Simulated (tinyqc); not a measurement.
Off-state leakage of single and stacked transistors: one step of the calculation.

n-channel devices of unit width. Subthreshold current I(Vg, Vs, Vd) = I0 (T/300 K)^0.5 exp[(Vg - Vs - VT(T) - gb (Vs - Vb) + dd (Vd - Vs))/(nf Vt)] (1 - exp(-(Vd - Vs)/Vt)), VT(T) = VT - cT (T - 300 K). Gate-edge tunnelling Ig (Vd/1 V) exp(ag (Vd - 1 V)), for a gate at 0 V, and band-to-band leakage Ab u exp(-Bb/u), u = Vd - Vb + 1 V, flow at a drain held at V; both are taken as independent of T. In a stack of off transistors (all gates at 0 V) the same subthreshold current passes through each.

Task. New Vx. Stack of two, Vx the node between them: I_low = I(0, 0, Vx), I_up = I(0, Vx, V), f = ln(I_up/I_low), f' = -(1 + gb + 2 dd)/(nf Vt) - 1/(Vt (exp(Vx/Vt) - 1)) - 1/(Vt (exp((V - Vx)/Vt) - 1)), Vx(new) = Vx - f/f'.

Inputs (values chosen for the exercise); values of the order met in bulk silicon logic transistors:
```
symbol,value,unit,meaning
T,330,K,temperature
V,0.8,V,supply voltage
VT,0.35,V,"threshold at 300 K, zero drain and body bias"
cT,0.9,mV/K,fall of the threshold with temperature
I0,0.52,uA/um,current at threshold at 300 K
nf,1.32,,slope factor
dd,0.09,,drain-induced lowering per volt
gb,0.12,,rise of the threshold per volt of source-body bias
Vb,-0.6,V,body voltage
```

Constants: q = 1.602176634e-19 C, kB = 1.380649e-23 J/K, Vt = kB T/q. Results are converted to the units shown.

Vx at the start = 0.055 V

Find: I_low; I_up; f; f'; Vx after iteration 1.

Result.

I_low = 0.01433 nA/um
I_up = 0.01697 nA/um
f = 0.1695
f' = -40.57 1/V
Vx after iteration 1 = 0.05918 V

Numbers from tinyqc (`OMP_NUM_THREADS=1 python tinyqc.py 2242207 2242208 out.jsonl`; about 0.04 s on one thread of a shared Intel Xeon 2.30GHz).
